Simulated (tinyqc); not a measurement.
Inside a calculation: bond unit of a tetrahedral oxide and its oxygen vacancy in tight binding. Values are carried at full precision from step to step, so a last printed digit may differ when a step is redone from the rounded ones.

Two sp3 hybrids h1, h2 at eh = (es + 3 ep)/4 point at one oxygen with orbitals s, px, py, pz; x joins the two cations, z bisects the angle phi, and th = (180 - phi)/2. With u = hbar^2/(m d^2) = 2c/d^2, c = hbar^2/2m0: Vhs = -(1.32 + sqrt3 x 1.42) u/2 and Vhp = (1.42 + sqrt3 x 2.22) u/2. <h|s> = Vhs for both; <h1|px> = Vhp cos(th), <h2|px> = -Vhp cos(th); <h|pz> = Vhp sin(th) for both; py is a lone pair. The unit holds 8 electrons. Coupling between units, which widens the levels into bands, is left out.

Constants: hbar^2/2m0 = 3.80998211 eV angstrom^2.

Parameters, chosen for this exercise (near tabulated values for SiO2; the results hold for these values, not for the real material):
```
symbol  value   unit      meaning
es      -14.75  eV        s level of the cation
ep      -7.53   eV        p level of the cation
eos     -34.29  eV        s level of oxygen
eop     -16.67  eV        p level of oxygen
d       1.59    angstrom  cation-oxygen distance
phi     137     degrees   bond angle at oxygen
R       3.27    angstrom  cation-cation distance across the vacancy
```

## Level and couplings

Form eh, u, Vhs, Vhp and th.

eh (hybrid level) = -9.3350 eV
u = 3.0141 eV

Vhs, Vhp (eV): [-5.6959, 7.9349]

th = 21.5 degrees

## The matrix

Fill it in.

H (eV), rows h1, h2, s, px, py, pz and columns alike:
$$\begin{pmatrix}
-9.3350 & 0 & -5.6959 & 7.3827 & 0 & 2.9081 \\
0 & -9.3350 & -5.6959 & -7.3827 & 0 & 2.9081 \\
-5.6959 & -5.6959 & -34.2900 & 0 & 0 & 0 \\
7.3827 & -7.3827 & 0 & -16.6700 & 0 & 0 \\
0 & 0 & 0 & 0 & -16.6700 & 0 \\
2.9081 & 2.9081 & 0 & 0 & 0 & -16.6700
\end{pmatrix}$$

## Levels, weights and charge

Diagonalise; the four lowest levels are filled. The excess of electrons on oxygen is twice the oxygen weight of the filled levels less 6.

levels (eV): [-36.7335, -24.0687, -18.0065, -16.6700, -5.5551, -1.9363]

weights, rows h1, h2, s, px, py, pz; columns level 1, level 2, level 3, level 4, level 5, level 6:
$$\begin{pmatrix}
0.042 & 0.167 & 0.047 & 0.000 & 0.411 & 0.333 \\
0.042 & 0.167 & 0.047 & 0.000 & 0.411 & 0.333 \\
0.913 & 0.000 & 0.023 & 0.000 & 0.065 & 0.000 \\
0.000 & 0.666 & 0.000 & 0.000 & 0.000 & 0.334 \\
0.000 & 0.000 & 0.000 & 1.000 & 0.000 & 0.000 \\
0.004 & 0.000 & 0.884 & 0.000 & 0.113 & 0.000
\end{pmatrix}$$

highest filled to lowest empty = 11.1149 eV
excess electrons on oxygen = 0.977

The highest filled level is the py orbital of oxygen (100 %) and the lowest empty one is 82 % cation hybrid, even under exchange of the two cations. The spacing is that of an isolated unit and exceeds the gap of the solid.

## The odd block in closed form

The combination (h1 - h2)/sqrt2 couples to px alone, with W2 = sqrt2 Vhp cos(th); W3 = (eh - eop)/2; levels (eh + eop)/2 -/+ sqrt(W2^2 + W3^2); polarity W3/sqrt(W2^2 + W3^2).

W2, W3 (eV): [10.4408, 3.6675]

levels of the odd block (eV): [-24.0687, -1.9363]

polarity = 0.3314

## The neutral oxygen vacancy

Without the oxygen the two hybrids face each other at distance R and couple by -V2, V2 = 3.22 x 2c/R^2, c = hbar^2/2m0: a bond at eh - V2 with two electrons and an antibond at eh + V2. Levels are measured from eop, the lone-pair level that stands for the top of the valence band.

Form V2 and the two levels above eop. R is a chosen distance; in real silica the neutral vacancy relaxes to about 2.5 angstrom.

V2 = 2.2946 eV

levels above eop (eV): bond 5.0404, lone hybrid 7.3350, antibond 9.6296

bond-antibond splitting = 4.5893 eV

The filled bond lies 5.04 eV above the lone pairs, so it can trap a hole; the antibond lies below the lowest empty level of the intact unit (11.11 eV). A lone hybrid, as in a dangling bond, sits at 7.34 eV.

## Checks

- Levels of the odd block against the full matrix: they agree to 1e-10 or better.

Program tinyqc; command `OMP_NUM_THREADS=1 python tinyqc.py 1452423 1452424 out.jsonl`; about 0.01 s on one thread of a shared Intel(R) Xeon(R) Processor @ 2.30GHz.
